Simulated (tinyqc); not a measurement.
The best anneal temperature for the time t: solubility, supersaturation, precipitation and gettering of an impurity in a silicon-like host. Computed by tinyqc, a small Python program. Command: `OMP_NUM_THREADS=1 python tinyqc.py 3011735 3011736 out.jsonl ripen walk`. One thread of a shared host (Intel(R) Xeon(R) Processor @ 2.30GHz), about 0.01 s of CPU time with the checks.

The wafer was saturated at T1 and is then held at T.

Inputs (values chosen for the exercise, modelled on gold in silicon):
```
quantity,value,unit
site density N0,5e+22,1/cm^3
enthalpy of solution H,2.01,eV
entropy of solution S,2.5,k_B
diffusion prefactor D0,0.00022,cm^2/s
migration energy Q,1.11,eV
temperature of saturation T1,1400,K
anneal temperature T,962,K
sink density n,3e+09,1/cm^3
initial sink radius r0,4.3,nm
impurity density in the precipitate C_p,6.1e+22,1/cm^3
interface energy gamma,0.68,J/m^2
anneal time t,30000,s
```

Constants: k_B = 8.617333262e-05 eV/K; k_B = 1.380649e-23 J/K.

Method:
- C_eq(T) = N0 exp(S/k_B - H/(k_B T)); D(T) = D0 exp(-Q/(k_B T)); C0 = C_eq(T1). Supersaturation s = C0/C_eq(T); critical radius r* = 2 gamma/(C_p k_B T ln s); barrier W* = (4 pi/3) gamma r*^2. Strain energy is left out.
- r_f = [r0^3 + 3 (C0 - C_eq)/(4 pi n C_p)]^(1/3), tau_f = 1/(4 pi n r_f D).
- Growing sinks: with y = r/r_f and y0 = r0/r_f, dy/dt = (1 - y^3)/(3 tau_f y), which integrates to t/tau_f = F(y) - F(y0), F(y) = (1/2) ln[(1 + y + y^2)/(1 - y)^2] - sqrt(3) arctan[(2y + 1)/sqrt(3)]; the share of the excess left is (1 - y^3)/(1 - y0^3), and C(t) = C_eq + (C0 - C_eq) x share.

C0 = 3.54017e+16 1/cm^3

Dissolved share after t:
```
T (K),C_eq/C0,tau_f (s),C(t)/C0
630,1.4335e-09,2.5455e+07,0.99986
728,2.0937e-07,1.6235e+06,0.99737
840,1.5004e-05,1.5342e+05,0.94835
952,3.9353e-04,2.5260e+04,0.50898
1064,5.1886e-03,6.0895e+03,0.01995
1176,4.1858e-02,1.9466e+03,0.04186
1274,1.9248e-01,8.8731e+02,0.19248
1344,4.9947e-01,6.1437e+02,0.49947
```

The lowest dissolved share among these rows is 0.020 at 1064 K. Above it solubility sets the floor; below it diffusion is too slow for this time. Solubility falls with H = 2.01 eV and diffusion with Q = 1.11 eV. Caution: the barrier to homogeneous nucleation is below 35 k_B T for these inputs, so new precipitates would form and outnumber the fixed sinks assumed here.

Extremes, crossings and ranges named in words are read from the listed rows.
